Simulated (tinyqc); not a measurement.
From results back to parameters: two-dimensional electron gas with Rashba and Dresselhaus coupling. Three cases, with inputs chosen for the exercise.

Problem. For pure Rashba coupling above the band crossing, k_outer - k_inner = al m/c with c = hbar^2/2m0, and each branch holds k^2/(4 pi) electrons per area. Beating of Shubnikov-de Haas oscillations gives the two densities; those below come from a hidden al (1e11/cm^2 = 1e-5/angstrom^2).

Constants: hbar^2/2m0 = 3.80998211 eV angstrom^2.

Case 1.

Values chosen (out of a larger set: of the size met in GaAs; not measured data): m = 0.0628 m0 (mass).

densities (1e11/cm^2): outer 1.202022, inner 1.097978

Case 2.

Values chosen (out of a larger set: of the size met in GaN; not measured data): m = 0.2146 m0 (mass).

densities (1e11/cm^2): outer 2.852967, inner 2.747033

Case 3.

Values chosen (out of a larger set: of the size met in InAs; not measured data): m = 0.0244 m0 (mass).

densities (1e11/cm^2): outer 5.021832, inner 4.378168

Find: k_outer, k_inner; al.

Solution. k = sqrt(4 pi n) for each branch, and al = c (k_outer - k_inner)/m.

Case 1.

k_outer, k_inner (1/angstrom): 0.01229  0.01175

al = 0.0330 eV angstrom

Case 2.

k_outer, k_inner (1/angstrom): 0.01893  0.01858

al = 0.00630 eV angstrom

Case 3.

k_outer, k_inner (1/angstrom): 0.02512  0.02346

al = 0.260 eV angstrom

Computed by tinyqc, one run a case: `OMP_NUM_THREADS=1 python tinyqc.py N N+1 out.jsonl` with N = 1451009, 1451013, 1451062; one thread of a shared Intel(R) Xeon(R) Processor @ 2.30GHz, about 0.01 s a run at most.
